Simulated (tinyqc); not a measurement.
## Trap and transport parameters from the curve

Inverse problem. A layer shows an ohmic current q n0 mu V/L, then a square law (9/8) th eps0 eps_r mu V^2/L^3 above Vx = 8 q n0 L^2/(9 th eps0 eps_r), and trap filling at V_TFL = q Nt L^2/(2 eps0 eps_r). th = y/(1 + y), y = (Nc/Nt) exp(-Et/kB T). The square-law current at V is given. Find th, n0, Nt and Et.

Parameters, values chosen for the exercise:
- T = 300 K (temperature)
- eps_r = 17.3 (relative permittivity)
- mu = 0.0021 cm^2/(V s) (mobility)
- L = 250 nm (thickness)
- Nc = 1e20 cm^-3 (band density of states)
- V = 4.7 V (voltage)

Constants: q = 1.602176634e-19 C, kB = 1.380649e-23 J/K, Vt = kB T/q, eps0 = 8.8541878128e-14 F/cm where lengths are in cm. Results are converted to the units shown.

Mott-Gurney J = 0.0014055314 A/cm^2
Vx = 0.084606714 V
V_TFL = 15.689417 V

Solution. The square law gives th, Vx gives n0, V_TFL gives Nt, and th with Nt gives Et.

th = 2.75e-4
n0 = 4.00e11 cm^-3
Nt = 4.80e17 cm^-3
Et = 0.350 eV

tinyqc, about 0.01 s, one thread, Intel Xeon 2.30GHz (shared host): `OMP_NUM_THREADS=1 python tinyqc.py 2370070 2370071 out.jsonl`
